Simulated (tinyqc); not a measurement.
Two-band model of a narrow-gap semiconductor with electrons and holes: one step, computed by the program tinyqc.

Two parabolic bands with acoustic scattering (r = -1/2, a = 0), a gap that does not change with T, and fully ionised dopants. Melting is ignored, so values above the melting point are formal, and kappa_L does not change with T. eta_n = (E_F - E_c)/(k_B T), eta_p = -eta_n - E_g/(k_B T).

Problem. Each band alone. With x = E/(k_B T), a = alpha k_B T (0 for a parabolic band), G = x (1 + a x), D = 1 + 2 a x and <y> = int y f (1 - f) dx, f = 1/(1 + exp(x - eta)): tau = tau_0 G^r/D; transport function s = G^(3/2 + r)/D^2; n = N_0 <G^(3/2)> with N_0 = (2 m k_B T)^(3/2)/(3 pi^2 hbar^3). Integrals over x = E/(k_B T) use 160 Gauss-Legendre points in u = sqrt(x) from 0 to sqrt(max(eta, 0) + 32). sigma = e mu_0 N_0 <s> with mu_0 = e tau_0/m = mu_300 (T/300 K)^(-p); |S| = (k_B/e)(<x s>/<s> - eta); Lorenz number L = (k_B/e)^2 (<x^2 s>/<s> - (<x s>/<s>)^2); kappa_e = L sigma T; zT = S^2 sigma T/(kappa_L + kappa_e). Hall factor r_H = <x^(3/2)> <x^(1/2)>/<s>^2.

Inputs (values chosen for the exercise, modelled on germanium):
```
quantity,value,unit
electron mass m_n,0.54,m_0
hole mass m_p,0.36,m_0
"electron mobility parameter mu_300,n",3500,cm^2/(V s)
"hole mobility parameter mu_300,p",1900,cm^2/(V s)
temperature exponent p,1.5,-
temperature T,860,K
```

Doping: n-type.

eta_n = -4.486634

eta_p = -4.014350

Constants: e = 1.602176634e-19 C; m_0 = 9.1093837015e-31 kg; k_B = 1.380649e-23 J/K; hbar = 1.054571817e-34 J s; k_B = 8.617333262e-05 eV/K.

Give: Partial coefficients.

Solution.

Partial coefficients:
```
band,sigma (S/cm),|S| (microvolt/K),L (1e-8 V^2/K^2),density (1/cm^3),Hall factor
electrons,47.03,559.5,1.487,5.420e+17,1.177
holes,22.21,519.0,1.488,4.720e+17,1.177
```

The nominal minority band carries 32 % of the conductivity.
